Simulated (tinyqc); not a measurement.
Worked calculation: plane-wave Kohn-Sham cycle with exchange-only LDA in a layered model solid. One step of it, computed by the program tinyqc.

Question. Iteration 1: Hamiltonian at one k. H(m,m') = (k + G_m)^2/2 delta + V(G_m - G_m'), with V(-G) = V(G).

A solid whose potential varies along x alone (atomic units):
```
parameter,value
period a,10.700000
cross-section of the cell,34.000000
electrons per cell,4
grid points,16
"plane waves -n..n, n",3
k points,3
V1 in V1 cos(2 pi x/a),-0.590000
V2 in V2 cos(4 pi x/a),0.140000
```

V(G_m), m = 0, 1, 2, ... (hartree): -0.218972  -0.295000  0.070000  0.000000  0.000000  0.000000  0.000000

k = 0.000000 2 pi / a

Give: H.

Answer.

H (hartree), lower triangle:
```
,-3,-2,-1,+0,+1,+2,+3
-3,1.333
-2,-0.295,0.471
-1,0.070,-0.295,-0.047
+0,0.000,0.070,-0.295,-0.219
+1,0.000,0.000,0.070,-0.295,-0.047
+2,0.000,0.000,0.000,0.070,-0.295,0.471
+3,0.000,0.000,0.000,0.000,0.070,-0.295,1.333
```
